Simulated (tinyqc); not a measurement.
Reverse leakage of an n+-p junction: diffusion, generation, trap-assisted and band-to-band tunnelling: two steps of the calculation.

One-sided abrupt junction in the depletion approximation, x from the junction (0) to W on the p side, field F = F0 (1 - x/W). Flat quasi-Fermi levels, long p side. Traps generate through SRH with both lifetimes shortened by 1 + Gamma (Hurkx enhancement, form for moderate fields); band-to-band generation is local and needs a total bending above Eg.

Values chosen for this exercise; band and dielectric values close to those of silicon:
```
symbol,value,unit,meaning
T,400,K,temperature
Eg,1.12,eV,band gap
eps_r,11.9,,relative permittivity
Nc,4.36e19,cm^-3,conduction-band density of states at T
Nv,4.03e19,cm^-3,valence-band density of states at T
Na,1.5e17,cm^-3,acceptor density of the lighter side
Nd,1e20,cm^-3,donor density of the heavier side
tau,1e-8,s,SRH lifetime of both carriers at zero field
mt,0.26,m0,tunnelling mass
Dn,5.6,cm^2/s,electron diffusion coefficient on the lighter side
VR,1.2,V,reverse bias
```

Constants: q = 1.602176634e-19 C, kB = 1.380649e-23 J/K, hbar = 1.054571817e-34 J s, m0 = 9.1093837015e-31 kg, Vt = kB T/q, eps0 = 8.8541878128e-14 F/cm where lengths are in cm. Results are converted to the units shown.

Problem 1. Field, scales and diffusion current. ni = sqrt(Nc Nv) exp(-Eg/(2 Vt)), Eg in volts; Vbi = Vt ln(Na Nd/ni^2); W = sqrt(2 eps0 eps_r (Vbi + VR)/(q Na)); F0 = 2 (Vbi + VR)/W; FG = sqrt(24 mt m0 (kB T)^3)/(q hbar); J_diff = q ni^2 sqrt(Dn/tau)(1 - exp(-VR/Vt))/Na.

Wanted: ni; Vbi; W; F0; FG; J_diff.

Solution 1.

ni = 3.6873e12 cm^-3
Vbi = 0.95581 V
W = 137.49 nm
F0 = 313.60 kV/cm
FG = 579.12 kV/cm
J_diff = 3.4366e-7 A/cm^2

Problem 2. Current components. u = (Vbi + VR)(1 - x/W)^2, p = Na exp(-u/Vt), n = Nd exp((u - Vbi - VR)/Vt); G0 = ni^2 (1 - exp(-VR/Vt))/(tau (n + p + 2 ni cosh(Et/Vt))); Gamma = 2 sqrt(3 pi)(F/FG) exp((F/FG)^2); trap-assisted part G0 Gamma; G_bb = Ab F^2.5 exp(-Bb/F) with F in V/cm, zero unless Vbi + VR > Eg, and counted as zero under 1 cm^-3 s^-1. 16 equal steps.

Each current is q times the trapezoid sum of its rate; J adds J_diff; J_bb under 1e-8 of the sum is given as 0.

```
point     x (nm)  G0 (cm^-3 s^-1)  G0 Gamma (cm^-3 s^-1)  G_bb (cm^-3 s^-1)
0        0.00000     1.3596045e13           6.0608940e13          7.7665524
1        8.59305     2.6454547e16           1.0670244e17                  0
2       17.18610     2.6966851e19           9.8200710e19                  0
3       25.77915     1.8290643e20           5.9964912e20                  0
4       34.37220     1.8436081e20           5.4217333e20                  0
5       42.96525     1.8436407e20           4.8407831e20                  0
6       51.55830     1.8436399e20           4.2961164e20                  0
7       60.15134     1.8435454e20           3.7830709e20                  0
8       68.74439     1.8375860e20           3.2872213e20                  0
9       77.33744     1.6335066e20           2.5133228e20                  0
10      85.93049     4.5175798e19           5.8697473e19                  0
11      94.52354     3.9844905e18           4.2602299e18                  0
12     103.11659     4.5069652e17           3.8155511e17                  0
13     111.70964     8.1666410e16           5.1439360e16                  0
14     120.30269     2.4080810e16           1.0054132e16                  0
15     128.89574     1.1571661e16           2.4073922e15                  0
16     137.48879     9.0635849e15                      0                  0
```

J_diff = 3.4365745e-7 A/cm^2

Give: J_SRH; J_TAT; J_bb; J.

Solution 2.

J_SRH = 1.851e-4 A/cm^2
J_TAT = 4.372e-4 A/cm^2
J_bb = 0 A/cm^2
J = 6.226e-4 A/cm^2

Range of the model: The n+ side is degenerate, so Vbi from Boltzmann statistics is only a guide.

Computed by the program tinyqc: `OMP_NUM_THREADS=1 python tinyqc.py 2290141 2290142 out.jsonl`, one thread of a shared Intel Xeon 2.30GHz, about 0.01 s for the whole run.
